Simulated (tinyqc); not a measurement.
Estimate of lattice thermal conductivity from elastic moduli (Slack, Klemens and Cahill formulas). From kappa of the perfect crystal back to shear modulus G. Computed by tinyqc, a small Python program. Command: `OMP_NUM_THREADS=1 python tinyqc.py 3024539 3024540 out.jsonl slack inv`. One thread of a shared host (Intel(R) Xeon(R) Processor @ 2.30GHz), about 0.01 s of CPU time with the checks.

An isotropic solid.

Inputs (values chosen for the exercise, for a model crystal):
```
quantity                    value        unit
bulk modulus B                271         GPa
volume per atom V              32  angstrom^3
mean atomic mass M            147           u
atoms per primitive cell n      1           -
temperature T                 700           K
```

Grueneisen parameter: from the Poisson ratio.

Constants: u = 1.6605390666e-27 kg; hbar = 1.054571817e-34 J s; k_B = 1.380649e-23 J/K.

Method:
- rho = M/V; vL = sqrt((B + 4G/3)/rho), vT = sqrt(G/rho); v_m = [(vL^-3 + 2 vT^-3)/3]^(-1/3); Poisson ratio sigma = (3B - 2G)/(6B + 2G); Theta = hbar v_m (6 pi^2/V)^(1/3)/k_B.
- Empirical rule gamma = (3/2) (1 + sigma)/(2 - 3 sigma).
- Slack, an estimate for T near or above Theta_a: kappa = A M Theta_a^3 delta n^(1/3)/(gamma^2 T) in W/(m K), with M in u, delta = V^(1/3) in angstrom, Theta_a = Theta n^(-1/3) and A = 2.43e-6/(1 - 0.514/gamma + 0.228/gamma^2).

Question. A run gave the result below. Find the shear modulus G, known to lie between 43 and 130 GPa.

kappa of the perfect crystal = 11.16857 W/(m K)

Answer.

Each step takes the trial c = (a f_b - b f_a)/(f_b - f_a), f being the result less the target and a, b, c the logarithms of the listed values; c replaces end b, the old b replaces a if the sign of f changed, and otherwise f_a is halved.

Scan of the range:
```
shear modulus G (GPa)  kappa of the perfect crystal (W/(m K))
43.0                                                   3.5512
51.7                                                   5.3822
62.2                                                   8.3075
74.8                                                  13.0352
89.9                                                  20.7898
108.0                                                 33.7127
130.0                                                 55.9346
```

False position (Illinois rule, in the logarithm of the input) inside the bracket:
```
step    end a    end b    trial  kappa of the perfect crystal (W/(m K))
1     62.2000  74.8000  69.5458                                 10.8881
2     74.8000  69.5458  70.2106                                 11.1454
3     74.8000  70.2106  70.3185                                 11.1875
4     70.2106  70.3185  70.2700                                 11.1685
5     70.3185  70.2700  70.2700                                 11.1686
6     70.3185  70.2700  70.2700                                 11.1686
7     70.2700  70.2700  70.2700                                 11.1686
```

Kappa of the perfect crystal rises at every point of a 13-point scan of the range (every second point is shown), so one value fits; it is bracketed by 62.2 and 74.8. Answer: shear modulus G = 70.27 GPa.
